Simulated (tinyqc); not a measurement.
Mobility of a non-polar semiconductor in the relaxation-time approximation: one step, computed by the program tinyqc.

Each valley is treated as a sphere of mass m_d for states and rates, with one isotropic relaxation time; the conductivity mass m_c sets the current.

Question. Fermi level and screening. Kane band: hbar^2 k^2/(2 m) = E (1 + alpha E), speed v = hbar k/(m (1 + 2 alpha E)), states per spin, volume and energy g(E) = m k (1 + 2 alpha E)/(2 pi^2 hbar^2); overlap factors are set to 1. Here m = m_d. Masses are multiplied by m_0 and all formulas are in SI units. The reduced Fermi level eta = E_F/(k_B T) solves n = 2 Z int g f dE with f = 1/(1 + exp(x - eta)) (Z = 1 unless valleys are given); screening length L_s = sqrt(eps_s eps_0 k_B T/(e^2 dn/deta)), dn/deta = 2 Z int g f (1 - f) dE. Integrals over x = E/(k_B T) use 160 Gauss-Legendre points in u = sqrt(x) from 0 to sqrt(max(eta, 0) + 32).

Inputs (values chosen for the exercise, modelled on holes in silicon): equivalent valleys Z = 1; non-parabolicity alpha = 0.29 1/eV; static permittivity eps_s = 11.7; carrier density n = 1.1e+19 1/cm^3; temperature T = 400 K.

Band: Kane. Impurity formula: Brooks-Herring. Further scattering: alloy.

density-of-states mass m_d = 0.505 m_0

Constants: k_B = 8.617333262e-05 eV/K; m_0 = 9.1093837015e-31 kg; e = 1.602176634e-19 C; hbar = 1.054571817e-34 J s; eps_0 = 8.8541878128e-12 F/m; k_B = 1.380649e-23 J/K.

Give: reduced Fermi level eta; screening length L_s.

Answer.

reduced Fermi level eta = -0.007253

screening length L_s = 1.596 nm

The gas is between the classical and degenerate limits.
